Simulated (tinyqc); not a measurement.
# Area and perimeter leakage from two diodes

Inverse problem. A square diode and a finger diode leak I = JA area + JP perimeter. Find JA, JP and the side of the square at which both parts are equal.

areas (um^2): 10000  67000
perimeters (um): 400  27470
leakage currents (pA): 0.206  2.3718000

Solution. Two linear equations give JA and JP; for a square of side a, JA a^2 = 4 JP a at a = 4 JP/JA.

JA = 1.900e-9 A/cm^2
JP = 4.000e-13 A/cm
side for equal parts = 8.421 um

Numbers from tinyqc (`OMP_NUM_THREADS=1 python tinyqc.py 2290126 2290127 out.jsonl`; about 0.01 s on one thread of a shared Intel Xeon 2.30GHz).
